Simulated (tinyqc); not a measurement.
Voltage drop against the pad pitch.

A grid of 13 by 13 nodes with segments Rx (rows) and Ry (columns); every node draws I1 and the central node kh I1; pads with resistance Rp sit at the nodes whose row and column are multiples of the pitch, counting from 0. The drops u = Vdd - V follow from G u = i, with G the conductance matrix and i the load currents, solved directly.

Values chosen for this exercise: supply voltage Vdd = 0.8 V; resistance of a horizontal segment Rx = 0.17 ohm; resistance of a vertical segment Ry = 1.1 ohm; resistance from a pad node to the supply Rp = 0.1 ohm; factor on the load at the hot node kh = 1; load current of a node in the large grid I1 = 0.36 mA.

Voltage drop against the pad pitch:
```
pitch (nodes)	pads	worst drop (mV)	mean drop (mV)	largest drop at a pad (mV)	largest pad current (mA)	worst drop over Vdd (%)
1	169	0.03600	0.03600	0.03600	0.3600	0.004500
2	49	0.3677	0.2432	0.1425	1.425	0.04596
3	25	0.7977	0.5917	0.3111	3.111	0.09972
4	16	1.514	1.078	0.5155	5.155	0.1893
6	9	3.182	2.435	1.063	10.63	0.3978
12	4	11.87	9.097	1.521	15.21	1.484
```

What does the comparison show?

The worst drop goes from 0.0360 to 11.9 mV while the number of pads falls from 169 to 4; between the last two rows it goes as pitch^(1.90). The largest drop at a pad is 100 % of the worst drop in the first row and 12.8 % in the last; the rest falls along the wires.

Numbers from tinyqc (`OMP_NUM_THREADS=1 python tinyqc.py 2770164 2770165 out.jsonl`; about 0.07 s on one thread of a shared Intel Xeon 2.30GHz).
